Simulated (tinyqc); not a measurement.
Character of the line: straight dislocations in isotropic elasticity: fields, energies, partials, Peierls stress and walls. Computed by tinyqc, a small Python program. Command: `OMP_NUM_THREADS=1 python tinyqc.py 3031064 3031065 out.jsonl disloc walk`. One thread of a shared host (Intel(R) Xeon(R) Processor @ 2.30GHz), about 0.01 s of CPU time with the checks.

The line runs along z, the glide plane is y = 0, and beta is the angle between b and the line (0 screw, 90 degrees edge): b_e = b sin(beta) along +x with the extra half plane at y > 0, b_s = b cos(beta). Stress is positive in tension.

Inputs (values chosen for the exercise, modelled on aluminium):
```
quantity                       value      unit
shear modulus G                   26       GPa
Poisson ratio nu                0.36         -
Burgers vector b               2.863  angstrom
stacking-fault energy gamma      163    mJ/m^2
dislocation density rho      3.4e+13     1/m^2
core radius r0/b                 1.5         -
```

Character: edge.

Constants: 1 eV/angstrom^3 = 160.2176634 GPa.

Method:
- Energy factor K = G [cos^2(beta) + sin^2(beta)/(1 - nu)].
- E = K b^2/(4 pi) ln(R/r0) with R = 1/(2 sqrt(rho)); tension T = E + d^2E/d(beta)^2 = G b^2 [1 + nu - 3 nu sin^2(beta)]/(4 pi (1 - nu)) ln(R/r0). The core energy is taken into r0.
- Shockley partials have b_p = b/sqrt(3) at the angles beta -/+ 30 degrees; their repulsion balances the fault at d = G b_p^2/(8 pi gamma) (2 - nu)/(1 - nu) [1 - 2 nu cos(2 beta)/(2 - nu)].
- E = K b^2/(4 pi) ln(R/r0); T = G b^2 [1 + nu - 3 nu sin^2(beta)]/(4 pi (1 - nu)) ln(R/r0).

ln(R/r0) = 5.29668

From screw to edge:
```
beta (degrees)  K (GPa)  E (eV/nm)  T (eV/nm)   d (nm)
0                26.000     5.6066     11.914  0.24927
15               26.980     5.8179     11.280  0.27541
30               29.656     6.3950      9.549  0.34681
45               33.312     7.1835      7.183  0.44436
60               36.969     7.9719      4.818  0.54190
75               39.645     8.5490      3.087  0.61330
90               40.625     8.7603      2.453  0.63944
```

What follows from these numbers?

The edge costs 1/(1 - nu) = 1.562 times the screw in energy, yet its tension is only (1 - 2 nu)/(1 + nu) = 0.206 of the screw value, so loops under stress are elongated along b. The edge splits 2.57 times as widely, (2 + nu)/(2 - 3 nu), since there the larger, edge parts of the partials repel with the factor 1/(1 - nu) and the small screw parts attract, while in the screw the roles are exchanged.
